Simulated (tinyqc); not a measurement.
Metal-interlayer-semiconductor contact, depinning against tunnelling resistance: two steps of the calculation.

Zero bias, n-type semiconductor. Gap states at the semiconductor surface thin out as exp(-be ti), which unpins the barrier; electrons must then cross the interlayer (a rectangular barrier, no voltage drop across it) and the parabolic depleted layer, both by WKB. Energies E are counted from the Fermi level; no image force, parabolic bands.

Values chosen for this exercise; semiconductor values close to those of silicon; interlayer mass of the order of that in strontium titanate, offset chosen freely: temperature T = 300 K; band gap Eg = 1.14 eV; relative permittivity eps_r = 11.7; electron affinity chi = 4.1 eV; conduction-band density of states at T Nc = 2.8e19 cm^-3; tunnelling mass in the semiconductor mt = 0.187 m0; Richardson mass mA = 2.06 m0; donor density Nd = 3.9e19 cm^-3; charge-neutrality level above the valence band E0 = 0.36 eV; pinning factor without interlayer S0 = 0.28; metal work function phiM = 4.14 eV; interlayer thickness ti = 1.3 nm; conduction-band offset of the interlayer above the semiconductor dE = 0.22 eV; tunnelling mass in the interlayer mi = 0.6 m0; decay constant of gap states through the interlayer be = 3.8 1/nm.

Constants: q = 1.602176634e-19 C, kB = 1.380649e-23 J/K, eps0 = 8.8541878128e-12 F/m, hbar = 1.054571817e-34 J s, h = 6.62607015e-34 J s, m0 = 9.1093837015e-31 kg, Vt = kB T/q, hbar^2/(2 m0) = 0.0380998212 eV nm^2. Results are converted to the units shown.

Task 1. Pinning, barrier and scales. S = 1/(1 + (1/S0 - 1) exp(-be ti)); phiB = S (phiM - chi) + (1 - S)(Eg - E0); xi = Ec - EF deep inside, from Nd = Nc F(-xi/Vt), F(x) = (2/sqrt(pi)) int_0^infinity sqrt(u) du/(1 + exp(u - x)); band bending U = phiB - xi; E00 = (hbar/2) sqrt(Nd/(eps0 eps_r mt m0)) in volts; A = 4 pi q mA m0 kB^2/h^3.

Find: S; phiB; xi; U; E00; A.

Result 1.

S = 0.98193
phiB = 0.053368 eV
xi = -0.021059 eV
U = 0.074427 eV
E00 = 0.078387 eV
A = 247.56 A/(cm^2 K^2)

Task 2. Exponents and integrand on an energy grid. With U = phiB - xi: for xi < E < phiB, y = (E - xi)/U and G1 = (U/E00) [sqrt(1 - y) - y ln((1 + sqrt(1 - y))/sqrt(y))], G1 = 0 above phiB; G2 = 2 ti sqrt(mi max(phiB + dE - E, 0)/C), C = hbar^2/(2 m0); f = 1/(1 + exp(E/Vt)); integrand exp(-G1 - G2) f.

| point | E (eV) |
|---|---|
| 0 | -0.02 |
| 1 | 0 |
| 2 | 0.02 |
| 3 | 0.04 |
| 4 | 0.06 |
| 5 | 0.08 |
| 6 | 0.1 |
| 7 | 0.12 |
| 8 | 0.14 |
| 9 | 0.16 |
| 10 | 0.18 |
| 11 | 0.2 |
| 12 | 0.22 |

phiB = 0.053368236 eV
xi = -0.021058727 eV
E00 = 0.078387330 eV

Give: G1; G2; f; integrand.

Result 2.

| point | G1 | G2 | f | integrand (1e-3) |
|---|---|---|---|---|
| 0 | 0.9047 | 5.588 | 0.6843 | 1.036 |
| 1 | 0.4696 | 5.395 | 0.5000 | 1.420 |
| 2 | 0.2115 | 5.194 | 0.3157 | 1.419 |
| 3 | 0.0501 | 4.984 | 0.1755 | 1.142 |
| 4 | 0.0000 | 4.766 | 0.08941 | 0.761 |
| 5 | 0.0000 | 4.537 | 0.04333 | 0.464 |
| 6 | 0.0000 | 4.296 | 0.02047 | 0.279 |
| 7 | 0.0000 | 4.041 | 0.009548 | 0.168 |
| 8 | 0.0000 | 3.768 | 0.004428 | 0.102 |
| 9 | 0.0000 | 3.474 | 0.002048 | 0.063 |
| 10 | 0.0000 | 3.153 | 9.456e-4 | 0.040 |
| 11 | 0.0000 | 2.795 | 4.365e-4 | 0.027 |
| 12 | 0.0000 | 2.384 | 2.014e-4 | 0.019 |

Numbers from tinyqc (`OMP_NUM_THREADS=1 python tinyqc.py 2270168 2270169 out.jsonl`; about 0.04 s on one thread of a shared Intel Xeon 2.30GHz).
